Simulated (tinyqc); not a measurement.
Polar nitride quantum well with polarisation fields, step by step. Values are carried at full precision from step to step, so a last printed digit may differ when a step is redone from the rounded ones.

Growth along [0001]. e_par = (a_sub - a)/a, Ppz = 2 e_par (e31 - e33 C13/C33), P = Psp + Ppz in each layer; strain relaxation and the strain shift of the gaps are left out, although thick layers with more than about 1 % mismatch would relax.

Constants: hbar^2/2m0 = 3.80998211 eV angstrom^2; hc = 1239.841984 eV nm.

Values chosen for the exercise (near those of an InGaN well in GaN; not measured data): a_w = 3.271 angstrom (lattice constant a, well); a_b = 3.189 angstrom (lattice constant a, barrier); a_sub = 3.189 angstrom (in-plane lattice constant of the stack); Psp_w = -0.0298 C/m^2 (spontaneous polarisation); Psp_b = -0.0344 C/m^2 (spontaneous polarisation); e31_w = -0.365 C/m^2; e31_b = -0.326 C/m^2; e33_w = 0.708 C/m^2; e33_b = 0.649 C/m^2; C_w = 0.279 (C13/C33); C_b = 0.273 (C13/C33); Lw = 29 angstrom (well width); Lb = 40 angstrom (barrier width); eps_w = 11.2 (dielectric constant); eps_b = 10.3 (dielectric constant); Eg = 2.56 eV (gap of the well); Vc = 0.599 eV (conduction offset); Vv = 0.282 eV (valence offset); me = 0.17 m0 (electron, well); meb = 0.2 m0 (electron, barrier); mh = 1.62 m0 (hole, everywhere).

## Strain and polarisation

Give strain and polarisation of well and barrier; the bound sheet charge is |P_w - P_b|/e with e = 1.602176634e-19 C.

Layers:
```
layer       e_par  Ppz (C/m^2)  P (C/m^2)
well     -0.02507      0.02820   -0.00160
barrier   0.00000      0.00000   -0.03440
```

sheet charge = 2.047 x 1e13/cm^2

Of P_w - P_b = +0.0328 C/m^2 the piezoelectric part gives +0.0282 and the spontaneous part +0.0046.

## Built-in fields

In a periodic stack without free charge the potential drop over a period vanishes: F_w = (P_b - P_w) Lb/(eps0 (eps_w Lb + eps_b Lw)), F_b = -F_w Lw/Lb, eps0 = 8.8541878e-12 F/m; 1 MV/cm = 1e8 V/m = 0.01 V/angstrom.

Give both fields and the drop |F_w| Lw across the well.

F_w = -1.985 MV/cm
F_b = 1.439 MV/cm
drop = 0.576 eV

## Levels with and without the field

Envelope functions on cells of 0.25 angstrom over barrier, well, barrier (widths Lb, Lw, Lb), psi = 0 beyond, psi'/m continuous (mean mass between points), c = hbar^2/2m0. With u(z) the integral of e F (F_w in the well, F_b = -F_w Lw/Lb in the barriers, 1 MV/cm = 0.01 V/angstrom), zero at the centre of the well, the electron sees u plus Vc in the barriers and the hole -u plus Vv. The transition is Eg + E_e + E_h; excitons are left out.

Ground states of electron and hole, their centres, the squared overlap, the transition and its wavelength hc/E.

Results:
```
case            E_e (eV)  E_h (eV)  <z>_e  <z>_h  overlap^2  E (eV)     nm
no field          0.1219    0.0191    0.0    0.0      0.962  2.7010  459.0
built-in field    0.0641   -0.1203    6.0  -10.2      0.143  2.5038  495.2
```

The field shifts the line by -197 meV, below the gap of the well material, pulls the carriers 16.2 angstrom apart and, with the rate proportional to overlap^2, lengthens the radiative lifetime by a factor 6.7.

## Estimate from two triangular wells

For a strong field: E = Eg - |e F_w| Lw + a0 (c (e F_w)^2)^(1/3) (me^(-1/3) + mh^(-1/3)), a0 = 2.338107, hard walls, c = hbar^2/2m0, 1 MV/cm = 0.01 V/angstrom.

electron term = 0.4832 eV
hole term = 0.2279 eV
E = 2.6956 eV

Both terms lie below the drop across the well, but the estimate also takes the near wall as infinitely high. Against the grid result 2.5038 eV the estimate errs by +192 meV: +131 from the electron and +60 from the hole, since hard walls stand in for offsets of 0.599 and 0.282 eV into which the carriers leak.

## Checks

- Electron level without field against the matching condition of the square well, eV: both 0.122.

tinyqc: `OMP_NUM_THREADS=1 python tinyqc.py 1282201 1282202 out.jsonl`; about 0.07 s, one thread, shared Intel(R) Xeon(R) Processor @ 2.30GHz.
